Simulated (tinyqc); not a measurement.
Sp3 tight binding, zinc-blende lattice, step by step. One step of it, computed by the program tinyqc.

Task: Levels at k. Diagonalise the Hermitian matrix.

H(k) at k (eV), lower triangle (Hermitian):
```
                      a s                 a px                a py                 a pz
a s            -11.980000
a px             0.000000            -7.400000
a py             0.000000             0.000000           -7.400000
a pz             0.000000             0.000000            0.000000            -7.400000
c s   -1.043392-0.213880i  -0.073278-1.753487i  0.082692+1.553857i  -3.441411-0.037337i
c px   0.073278+1.753487i   0.402451+0.082497i  4.373339+0.047448i  -0.105085-1.974638i
c py  -0.082692-1.553857i   4.373339+0.047448i  0.402451+0.082497i   0.093122+2.228327i
c pz   3.441411+0.037337i  -0.105085-1.974638i  0.093122+2.228327i   0.402451+0.082497i

             c s       c px       c py       c pz
c s   -11.980000
c px    0.000000  -7.400000
c py    0.000000   0.000000  -7.400000
c pz    0.000000   0.000000   0.000000  -7.400000
```

Give: eigenvalues; weights |c|^2 of the basis functions.

Result:

eigenvalues (eV): -15.0321  -14.1168  -12.9985  -12.1848  -5.5146  -4.1734  -2.6145  -1.7254

weights |c|^2 of the basis functions:
```
      band 1  band 2  band 3  band 4  band 5  band 6  band 7  band 8
a s   0.4020  0.3110  0.0120  0.0001  0.1837  0.0899  0.0000  0.0014
a px  0.0303  0.0303  0.1613  0.2457  0.0356  0.0652  0.2398  0.1919
a py  0.0255  0.0271  0.1703  0.2537  0.0245  0.0417  0.2589  0.1982
a pz  0.0422  0.1315  0.1564  0.0005  0.2563  0.3033  0.0013  0.1085
c s   0.4020  0.3110  0.0120  0.0001  0.1837  0.0899  0.0000  0.0014
c px  0.0303  0.0303  0.1613  0.2457  0.0356  0.0652  0.2398  0.1919
c py  0.0255  0.0271  0.1703  0.2537  0.0245  0.0417  0.2589  0.1982
c pz  0.0422  0.1315  0.1564  0.0005  0.2563  0.3033  0.0013  0.1085
```
